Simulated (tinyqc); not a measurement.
Inside a calculation. Model: all-pass ring resonator.

Computed by the program tinyqc: `OMP_NUM_THREADS=1 python tinyqc.py 2650114 2650115 out.jsonl`, one thread of a shared Intel Xeon 2.30GHz, about 0.01 s for the whole run. Printed values are rounded.

A ring of length L = 2 pi Rr coupled to one bus waveguide: round-trip amplitude a = 10^(-al L/20), self-coupling t = sqrt(1 - k2). At detuning d from the resonance the round-trip phase is p = 2 pi d/FSR and the transmission T = (a^2 - 2 a t cos p + t^2)/(1 - 2 a t cos p + a^2 t^2). Lossless coupler, linear absorption only.

Values chosen for this exercise; values close to those of silicon nitride waveguides:
- lam = 1550 nm (cold resonance wavelength)
- Rr = 100 um (ring radius)
- ng = 2.05 (group index)
- al = 1.9 dB/cm (propagation loss)
- k2 = 0.083 (power coupling)
- dT = 2.7e-5 1/K (thermo-optic change of the effective index)
- Rt = 6 K/mW (thermal resistance)
- fa = 0.38 (share of the loss that heats the ring)
- Pin = 2 mW (input power)
- dl = 34 pm (laser detuning from the cold resonance)

Constants: c = 299792458 m/s. Results are converted to the units shown.

## Resonance parameters

FSR = lam^2/(ng L), finesse F = pi sqrt(a t)/(1 - a t), FWHM = FSR/F, Q = lam/FWHM, Tmin = (a - t)^2/(1 - a t)^2, power build-up k2 a^2/(1 - a t)^2, optical bandwidth c/(lam Q).

a = 0.986350
t = 0.957601
FSR = 1.86522 nm
F = 55.0424
FWHM = 33.8869 pm
Q = 45740.4
Tmin = -5.70885 dB
build-up = 26.2434
bandwidth = 4.22853 GHz

The ring is overcoupled; critical coupling needs k2 = 1 - a^2 = 0.0271.

## Iteration 1: thermal shift of the resonance

s at the start = 0 pm

T is the transmission at d = dl - s, p = 2 pi d/FSR; out = (lam dT/ng) Rt fa (1 - T) Pin; s(new) = s + 0.25 (out - s).

d = 34 pm
T = 0.854372
out = 13.5566 pm
s after iteration 1 = 3.38916 pm

## Iteration 2: thermal shift of the resonance

As before.

d = 30.6108 pm
T = 0.828355
out = 15.9786 pm
s after iteration 2 = 6.53652 pm

## Course of the iteration: thermal shift of the resonance

Stop when s changes by less than 1e-7 pm, or after 200 iterations.

Course of the iteration:
```
iteration   s (pm)  |change| (pm)
1          3.38916           3.39
2          6.53652           3.15
3          9.59744           3.06
4          12.7369           3.14
5          16.1650           3.43
6          20.1998           4.03
7          25.3836           5.18
8          32.5619           7.18
9          41.3212           8.76
10         45.3345           4.01
11         45.7605          0.426
12         45.8081         0.0476
13         45.8136        5.49e-3
14         45.8142        6.35e-4
15         45.8143        7.36e-5
16         45.8143        8.52e-6
17         45.8143        9.87e-7
18         45.8143        1.14e-7
19         45.8143        1.32e-8
```

Converged in 19 iterations. At the end each change is about 0.12 times the one before: linear convergence. The equation has 1 root(s).
